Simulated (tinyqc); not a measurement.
## Bulk resistivity and mean free path from two films

Inverse problem. In the thick-film limit single-crystal films obey rho = rho0 (1 + 3 (1 - ps) lam/(8 d)). Find rho0, lam and the product rho0 lam.

Inputs (values chosen for the exercise):
```
symbol,value,unit,meaning
ps,0,,specular share of surface scattering
```

rho at d = 82 and 280 nm (uohm cm): 1.9333887  1.7188496

Solution. rho is a straight line in 1/d: the intercept is rho0 and the slope (3/8)(1 - ps) rho0 lam. Without ps only the product (1 - ps) lam could be found.

rho0 = 1.630 uohm cm
lam = 40.70 nm
rho0 lam = 66.34 uohm cm nm

Program tinyqc, `OMP_NUM_THREADS=1 python tinyqc.py 2100046 2100047 out.jsonl`; Intel Xeon 2.30GHz, shared host, one thread, about 0.01 s.
